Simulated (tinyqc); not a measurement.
Scan in temperature at fixed frequency: admittance spectroscopy and thermally stimulated current of one trap level in a depletion layer. Computed by tinyqc, a small Python program. Command: `OMP_NUM_THREADS=1 python tinyqc.py 3110386 3110387 out.jsonl admit walk`. One thread of a shared host (Intel(R) Xeon(R) Processor @ 2.30GHz), about 0.01 s of CPU time with the checks.

A Schottky junction on n-type material holds one donor-like electron trap; shallow donors are fully ionised and abrupt depletion edges are assumed.

Inputs (values chosen for the exercise, modelled on n-type silicon):
```
quantity                         value    unit
dielectric constant eps           11.7       -
density-of-states mass m          1.04     m_0
shallow doping N                 1e+15  1/cm^3
trap density N_t               1.4e+14  1/cm^3
trap depth E_t below the band    0.428      eV
capture cross section sigma      6e-16    cm^2
band bending V_b                  0.87       V
test frequency f                300000      Hz
```

Constants: k_B = 1.380649e-23 J/K; m_0 = 9.1093837015e-31 kg; h = 6.62607015e-34 J s; k_B = 8.617333262e-05 eV/K; eps_0 = 8.8541878128e-12 F/m; e = 1.602176634e-19 C.

Method:
- N_c = 2 (2 pi m k_B T/h^2)^(3/2), v_th = sqrt(3 k_B T/m), emission rate e_n = sigma v_th N_c exp(-E_t/(k_B T)).
- Where the level crosses the Fermi level capture equals emission, so the trap follows the signal with the rate 2 e_n; G/omega peaks at omega = 2 e_n (the correction for large N_t/N is left out).
- Solve 2 e_n(T_p) = 2 pi f.
- With E_c - E_F = k_B T_p ln(N_c/N): lambda = sqrt(2 eps eps_0 (E_t - (E_c - E_F))/(e^2 N)); traps are empty and charged for x < x_t = w - lambda, and V_b = e (N w^2 + N_t x_t^2)/(2 eps eps_0). High frequency: C_hf = eps eps_0/w. Low frequency: C_lf = eps eps_0 (N + N_t)/(N w + N_t x_t).
- With x = omega/(2 e_n): C = C_hf + (C_lf - C_hf)/(1 + x^2), G/omega = (C_lf - C_hf) x/(1 + x^2); C_hf and C_lf are held at their values at T_p.

peak temperature T_p = 390.919 K

C_hf = 10.0997 nF/cm^2

C_lf = 10.4809 nF/cm^2

Admittance:
```
T (K)  omega/(2 e_n)  C (nF/cm^2)  G/omega (nF/cm^2)
344.0         7.3054       10.107            0.05123
359.6         3.5736       10.127            0.09894
371.4         2.1601       10.167            0.14535
383.1         1.3495       10.235            0.18238
390.9         1.0007       10.290            0.19063
398.7         0.7502       10.344            0.18302
410.5         0.4947       10.406            0.15152
426.1         0.2948       10.450            0.10342
445.6         0.1619       10.471            0.06014
```

What follows from these numbers?

The peak of G/omega is half the step, 0.191 nF/cm^2. Its full width is near 2 ln(2 + sqrt3) k_B T_p^2/(E_t + 2 k_B T_p) = 70.0 K.

Extremes, crossings and ranges named in words are read from the listed rows.
